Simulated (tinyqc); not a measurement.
## Stability and critical current from long pulses

Inverse problem. For long pulses a magnetic tunnel junction switches at I = Ic0 [1 - ln(tp/t0)/Delta]. Find Ic0 and Delta.

Values chosen for this exercise:
- t0 = 1 ns (attempt time)

switching current for pulses of 0.0001 and 0.1 s (uA): [13.979238, 12.700749]

Solution. I is linear in ln tp: it equals Ic0 at tp = t0, and the slope is -Ic0/Delta.

Ic0 = 16.11 uA
Delta = 87.04

Computed by the program tinyqc: `OMP_NUM_THREADS=1 python tinyqc.py 2450042 2450043 out.jsonl`, one thread of a shared Intel Xeon 2.30GHz, about 0.01 s for the whole run.
